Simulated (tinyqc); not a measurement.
One-electron ion in a basis of Gaussians, step by step. Computed by tinyqc, a small Python program that keeps every step. Settings: Z = 3, l = 0. Command: `OMP_NUM_THREADS=1 python tinyqc.py 23073 23074 out.jsonl` (the two numbers bound the seeds that draw the settings). One thread of a shared host (Intel(R) Xeon(R) Processor @ 2.60GHz), about 0.01 s of CPU time with the checks.

## Matrices over normalised Gaussians

exponents of r^l exp(-a r^2) (1/bohr^2): 0.592400  2.937000  14.560000

Z = 3

l = 0

With p = a_i + a_j and I(k) = Gamma((k+1)/2) / (2 p^((k+1)/2)): S = I(2l+2), T = (2l+3) a_i a_j S / p, V = -Z I(2l+1), each divided by sqrt(S_ii S_jj).

S, lower triangle:
```
,1,2,3
1,1.000000
2,0.646224,1.000000
3,0.241354,0.646247,1.000000
```

T (hartree), lower triangle:
```
,1,2,3
1,0.888600
2,0.955702,4.405500
3,0.412165,4.738289,21.840000
```

V (hartree), lower triangle:
```
,1,2,3
1,-3.684672
2,-4.109696,-8.204333
3,-3.180330,-9.150750,-18.267201
```

## Generalised eigenproblem

H = T + V (hartree), lower triangle:
```
,1,2,3
1,-2.796072
2,-3.153994,-3.798833
3,-2.768165,-4.412461,3.572799
```

Solve H C = S C e through S^(-1/2); each column has its largest component positive (the first on a tie).

eigenvalues of S: 0.198829  0.758646  2.042525

eigenvalues (hartree): -4.418055  -0.419335  15.607356

coefficients:
```
,1,2,3
1,0.319784,1.245779,0.485773
2,0.638714,-0.916938,-1.344594
3,0.192582,-0.118992,1.356117
```

For Z = 3 and l = 0 the exact lowest level is -Z^2/(2 n^2) with n = l + 1: -4.500000 hartree.
